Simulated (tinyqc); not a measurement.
# Changing the temperature T

Model: oxide trap near a transistor channel: two-state multiphonon kinetics, telegraph noise and bias instability. Computed by tinyqc, a small Python program. Command: `OMP_NUM_THREADS=1 python tinyqc.py 3022675 3022676 out.jsonl oxidetrap sweep`. One thread of a shared host (Intel(R) Xeon(R) Processor @ 2.30GHz), about 0.01 s of CPU time with the checks.

An n-channel device under positive gate bias. The trap is empty (state 1) or holds an electron (state 2); both states are parabolas of equal curvature, and the electron reservoir is taken at the Fermi level of the channel.

Inputs (values chosen for the exercise, with an insulator like Al2O3 on silicon):
```
quantity                                 value   unit
insulator constant eps_ox                 8.94      -
insulator thickness t_ox                   1.7     nm
trap depth x from the interface           0.45     nm
tunnel barrier phi_b                      2.19     eV
tunnelling mass m_ox                      0.35    m_0
trap level above E_F at zero field E_t  -0.058     eV
relaxation energy E_R                      2.8     eV
oxide field F                              1.2  MV/cm
attempt rate k_0 at the interface        8e+12    1/s
channel width W                             56     nm
channel length L                           210     nm
frequency f                                  1     Hz
```

Parts treated: one trap and an ensemble.

Constants: hbar^2/(2 m_0) = 3.80998212 eV angstrom^2; k_B = 8.617333262e-05 eV/K; e = 1.602176634e-19 C; eps_0 = 8.8541878128e-12 F/m.

Method:
- kappa = sqrt(2 m_ox phi_b)/hbar = sqrt(m_ox phi_b/(hbar^2/2m_0)); attenuation length lambda = 1/(2 kappa); factor exp(-x/lambda) for a rectangular barrier.
- E_21 = E_t - e F x is the energy of state 2 over state 1; barriers E_c = (E_R + E_21)^2/(4 E_R), E_e = E_c - E_21; tau_c = exp(E_c/k_B T)/(k_0 P), tau_e = exp(E_e/k_B T)/(k_0 P), P the tunnelling factor; occupation f_2 = tau_e/(tau_c + tau_e); 1/tau_0 = 1/tau_c + 1/tau_e.
- Charge-sheet step dV = e (t_ox - x)/(eps_ox eps_0 W L); Lorentzian spectrum S(f) = 4 dV^2 tau_0^2/((tau_c + tau_e)(1 + (2 pi f tau_0)^2)); corner 1/(2 pi tau_0); variance dV^2 f_2 (1 - f_2) = dV^2 tau_0/(tau_c + tau_e).

One run for each value:
```
temperature T (K)  capture time tau_c (s)  emission time tau_e (s)  corner frequency (Hz)  occupation f_2
200                             1.278e+05                8.485e+07              1.248e-06          0.9985
240                             2.495e+02                5.609e+04              6.408e-04          0.9956
280                             2.895e+00                3.004e+02              5.550e-02          0.9905
320                             1.024e-01                5.945e+00              1.581e+00          0.9831
360                             7.609e-03                2.814e-01              2.148e+01          0.9737
400                             9.511e-04                2.451e-02              1.738e+02          0.9626
440                             1.735e-04                3.328e-03              9.651e+02          0.9504
480                             4.203e-05                6.302e-04              4.039e+03          0.9375
```

Describe and explain the trends.

Over the rows, capture time tau_c (s) falls from 128000 to 4.20e-5 (exponent d ln y / d ln x -34 between the first rows and -16 between the last); emission time tau_e (s) falls from 8.49e7 to 6.30e-4 (exponent d ln y / d ln x -40 between the first rows and -19 between the last); corner frequency (Hz) rises from 1.25e-6 to 4040 (exponent d ln y / d ln x 34 between the first rows and 16 between the last). Arrhenius slopes give 0.645 eV for capture and 0.757 eV for emission; elastic tunnelling alone would leave only their difference E_21.

Caution (rows 200, 240): at this temperature nuclear tunnelling through such barriers shortens the times below these classical values.
